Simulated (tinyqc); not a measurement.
Inside a calculation. Method: UHF in the sto-6g basis, for BeH2, spin multiplicity 1. One step of it, computed by the program tinyqc.

Task: Iteration 11 (converged): orbitals. Diagonalise F' = X^T F X, C = X C', fill 3 alpha and 3 beta electrons from the bottom; D(s) = C_occ C_occ^T. Each column has its largest component positive (the first on a tie).

converged F(alpha) (hartree):
```
            1Be 1s     1Be 2s   1Be 2px    1Be 2py    1Be 2pz      2H 1s      3H 1s
1Be 1s   -4.594683  -1.249147  0.000000  -0.000414   0.000502  -0.309623  -0.248302
1Be 2s   -1.249147  -0.581815  0.000000  -0.014167  -0.004648  -0.390113  -0.355388
1Be 2px   0.000000   0.000000  0.209957   0.000000   0.000000   0.000000   0.000000
1Be 2py  -0.000414  -0.014167  0.000000  -0.190614  -0.000494  -0.326607   0.310992
1Be 2pz   0.000502  -0.004648  0.000000  -0.000494   0.209814  -0.006126  -0.005678
2H 1s    -0.309623  -0.390113  0.000000  -0.326607  -0.006126  -0.291049  -0.029680
3H 1s    -0.248302  -0.355388  0.000000   0.310992  -0.005678  -0.029680  -0.254690
```

converged F(beta) (hartree):
```
            1Be 1s     1Be 2s   1Be 2px    1Be 2py    1Be 2pz      2H 1s      3H 1s
1Be 1s   -4.594683  -1.249147  0.000000  -0.000414   0.000502  -0.309623  -0.248302
1Be 2s   -1.249147  -0.581814  0.000000  -0.014164  -0.004648  -0.390113  -0.355388
1Be 2px   0.000000   0.000000  0.209958   0.000000   0.000000   0.000000   0.000000
1Be 2py  -0.000414  -0.014164  0.000000  -0.190613  -0.000493  -0.326609   0.310990
1Be 2pz   0.000502  -0.004648  0.000000  -0.000493   0.209814  -0.006126  -0.005678
2H 1s    -0.309623  -0.390113  0.000000  -0.326609  -0.006126  -0.291058  -0.029680
3H 1s    -0.248302  -0.355388  0.000000   0.310990  -0.005678  -0.029680  -0.254684
```

X:
```
                 1          2          3         4          5          6          7
1Be 1s   -0.057049  -0.348137   0.936209  0.000000  -0.107849   0.180538   0.180583
1Be 2s    0.283964   1.119645  -0.074916  0.000000  -0.014830   0.368606   0.376650
1Be 2px   0.000000   0.000000   0.000000  1.000000   0.000000   0.000000   0.000000
1Be 2py   1.272296  -0.232210  -0.009565  0.000000   0.001037  -0.399947   0.378503
1Be 2pz   0.006981   0.026843   0.119577  0.000000   0.992563   0.008321   0.008507
2H 1s    -1.099939  -0.543634  -0.273660  0.000000   0.032116  -0.026879   0.517838
3H 1s     0.733985  -0.872650  -0.292909  0.000000   0.034246   0.524339  -0.011840
```

Give: F' = X^T F X; orbital energies; coefficients C; F' = X^T F X; orbital energies; coefficients C; D(alpha) after iteration 11; D(beta) after iteration 11.

Result:

F' = X^T F X (alpha) (hartree):
```
         1        2        3       4        5        6        7
1   0.7909  -0.0594   0.0661  0.0000  -0.0069  -0.0171   0.0513
2  -0.0594   0.3217   0.5888  0.0000  -0.0665   0.1714   0.1634
3   0.0661   0.5888  -3.6364  0.0000   0.4697  -1.1307  -1.1622
4   0.0000   0.0000   0.0000  0.2100   0.0000   0.0000   0.0000
5  -0.0069  -0.0665   0.4697  0.0000   0.1524   0.1418   0.1456
6  -0.0171   0.1714  -1.1307  0.0000   0.1418  -0.8019  -0.4276
7   0.0513   0.1634  -1.1622  0.0000   0.1456  -0.4276  -0.8482
```

orbital energies (alpha) (hartree): MO1 -4.5962, MO2 -0.4400, MO3 -0.3964, MO4 0.2097, MO5 0.2100, MO6 0.4012, MO7 0.8004

coefficients C (alpha):
```
             MO1      MO2      MO3      MO4     MO5      MO6      MO7
1Be 1s    0.9947  -0.2015  -0.0459   0.0112  0.0000  -0.2129  -0.0144
1Be 2s    0.0212   0.5594   0.1444  -0.0513  0.0000   1.1232   0.1392
1Be 2px   0.0000   0.0000   0.0000   0.0000  1.0000   0.0000   0.0000
1Be 2py   0.0002   0.1158  -0.4836   0.0008  0.0000  -0.0716   1.3128
1Be 2pz   0.0000   0.0053   0.0011   0.9986  0.0000   0.0553   0.0042
2H 1s    -0.0023   0.4830  -0.3107   0.0225  0.0000  -0.7122  -1.0063
3H 1s    -0.0024   0.2860   0.5059   0.0239  0.0000  -0.8053   0.8219
```

F' = X^T F X (beta) (hartree):
```
         1        2        3       4        5        6        7
1   0.7909  -0.0594   0.0661  0.0000  -0.0069  -0.0171   0.0513
2  -0.0594   0.3217   0.5888  0.0000  -0.0665   0.1714   0.1634
3   0.0661   0.5888  -3.6364  0.0000   0.4697  -1.1307  -1.1622
4   0.0000   0.0000   0.0000  0.2100   0.0000   0.0000   0.0000
5  -0.0069  -0.0665   0.4697  0.0000   0.1524   0.1418   0.1456
6  -0.0171   0.1714  -1.1307  0.0000   0.1418  -0.8019  -0.4276
7   0.0513   0.1634  -1.1622  0.0000   0.1456  -0.4276  -0.8482
```

orbital energies (beta) (hartree): MO1 -4.5962, MO2 -0.4400, MO3 -0.3964, MO4 0.2097, MO5 0.2100, MO6 0.4012, MO7 0.8004

coefficients C (beta):
```
             MO1      MO2      MO3      MO4     MO5      MO6      MO7
1Be 1s    0.9947  -0.2015  -0.0459   0.0112  0.0000  -0.2129  -0.0144
1Be 2s    0.0212   0.5594   0.1445  -0.0513  0.0000   1.1232   0.1391
1Be 2px   0.0000   0.0000   0.0000   0.0000  1.0000   0.0000   0.0000
1Be 2py   0.0002   0.1159  -0.4836   0.0008  0.0000  -0.0716   1.3128
1Be 2pz   0.0000   0.0053   0.0011   0.9986  0.0000   0.0553   0.0042
2H 1s    -0.0023   0.4830  -0.3107   0.0225  0.0000  -0.7122  -1.0063
3H 1s    -0.0024   0.2860   0.5059   0.0239  0.0000  -0.8053   0.8219
```

D(alpha) after iteration 11:
```
          1Be 1s   1Be 2s  1Be 2px  1Be 2py  1Be 2pz    2H 1s    3H 1s
1Be 1s    1.0321  -0.0983   0.0000  -0.0010  -0.0012  -0.0854  -0.0833
1Be 2s   -0.0983   0.3343   0.0000  -0.0050   0.0031   0.2253   0.2330
1Be 2px   0.0000   0.0000   0.0000   0.0000   0.0000   0.0000   0.0000
1Be 2py  -0.0010  -0.0050   0.0000   0.2473   0.0001   0.2062  -0.2115
1Be 2pz  -0.0012   0.0031   0.0000   0.0001   0.0000   0.0022   0.0021
2H 1s    -0.0854   0.2253   0.0000   0.2062   0.0022   0.3298  -0.0190
3H 1s    -0.0833   0.2330   0.0000  -0.2115   0.0021  -0.0190   0.3377
```

D(beta) after iteration 11:
```
          1Be 1s   1Be 2s  1Be 2px  1Be 2py  1Be 2pz    2H 1s    3H 1s
1Be 1s    1.0321  -0.0983   0.0000  -0.0010  -0.0012  -0.0854  -0.0833
1Be 2s   -0.0983   0.3343   0.0000  -0.0051   0.0031   0.2253   0.2330
1Be 2px   0.0000   0.0000   0.0000   0.0000   0.0000   0.0000   0.0000
1Be 2py  -0.0010  -0.0051   0.0000   0.2473   0.0001   0.2062  -0.2115
1Be 2pz  -0.0012   0.0031   0.0000   0.0001   0.0000   0.0022   0.0021
2H 1s    -0.0854   0.2253   0.0000   0.2062   0.0022   0.3298  -0.0190
3H 1s    -0.0833   0.2330   0.0000  -0.2115   0.0021  -0.0190   0.3377
```
